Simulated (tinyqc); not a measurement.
Valley splitting in a one-orbital chain of atomic planes (second-neighbour model), step by step. Values are carried at full precision from step to step, so a last printed digit may differ when a step is redone from the rounded ones.

Each (001) plane carries one orbital with energy e0, hopping v to the next plane and u to the second: E(phi) = e0 + 2 v cos(phi) + 2 u cos(2 phi), where phi = pi - k a/4 (the sign of every second orbital is chosen so that v > 0, which shifts the phase by pi). The minimum lies at cos(phi0) = -v/(4u), phi0 = pi - (pi/2) k0 for a valley at k0 (2 pi/a), and e0 puts it at zero. A slab of N planes has hard walls: the matrix simply ends.

Constants: hbar^2/2m0 = 3.80998211 eV angstrom^2.

Inputs chosen for the exercise (near those of the Delta valleys of silicon; abrupt walls in this chain split the valleys several times more than measured wells; not measured data): a = 5.429 angstrom (lattice constant; planes lie a/4 apart); k0 = 0.842 2 pi/a (position of the valley); ml = 0.971 m0 (longitudinal mass); N = 8 (planes in the small slab).

## Hoppings from the valley position and mass

The curvature at the minimum is d2E/dphi2 = 8 u sin^2(phi0) = (2c/ml)/(a/4)^2 with c = hbar^2/2m0; v = -4 u cos(phi0); e0 = 2u + v^2/(4u).

phi0 = 1.81898 rad
u = 0.56670 eV
v = 0.55683 eV
e0 = 1.27019 eV

## The bulk band

E at phi = j pi/10.

Band:
```
phi/pi  E (eV)
0.0     3.5172
0.1     3.2463
0.2     2.5214
0.3     1.5745
0.4     0.6974
0.5     0.1368
0.6     0.0091
0.7     0.2654
0.8     0.7195
0.9     1.1280
1.0     1.2899
```

## Hamiltonian of the slab

e0 on the diagonal, v and u on the first and second off-diagonals.

H (eV):
$$\begin{pmatrix}
1.2702 & 0.5568 & 0.5667 & 0 & 0 & 0 & 0 & 0 \\
0.5568 & 1.2702 & 0.5568 & 0.5667 & 0 & 0 & 0 & 0 \\
0.5667 & 0.5568 & 1.2702 & 0.5568 & 0.5667 & 0 & 0 & 0 \\
0 & 0.5667 & 0.5568 & 1.2702 & 0.5568 & 0.5667 & 0 & 0 \\
0 & 0 & 0.5667 & 0.5568 & 1.2702 & 0.5568 & 0.5667 & 0 \\
0 & 0 & 0 & 0.5667 & 0.5568 & 1.2702 & 0.5568 & 0.5667 \\
0 & 0 & 0 & 0 & 0.5667 & 0.5568 & 1.2702 & 0.5568 \\
0 & 0 & 0 & 0 & 0 & 0.5667 & 0.5568 & 1.2702
\end{pmatrix}$$

## Levels and the valley doublet

Diagonalise H. The two lowest levels are the doublet made from the valleys at +k0 and -k0; give their splitting, the weights of the lowest state, and its parity under reversal of the planes.

levels (eV): [0.1830, 0.2230, 0.7035, 0.7166, 1.1435, 1.5156, 2.4539, 3.2223]

splitting = 40.00 meV

weights on the planes: [0.097, 0.010, 0.251, 0.142, 0.142, 0.251, 0.010, 0.097]

parity of the lowest state: even

The mean of the doublet lies 0.2030 eV above the bulk minimum, and level 3 lies 0.5005 eV above that mean; the weights oscillate from plane to plane because the two valleys interfere.

## Checks

- Mean of the doublet for 400 planes against the effective-mass level with W = 402 a/4 (meV): both 0.1301.

tinyqc: `OMP_NUM_THREADS=1 python tinyqc.py 1480149 1480150 out.jsonl`; about 0.01 s, one thread, shared Intel(R) Xeon(R) Processor @ 2.30GHz.
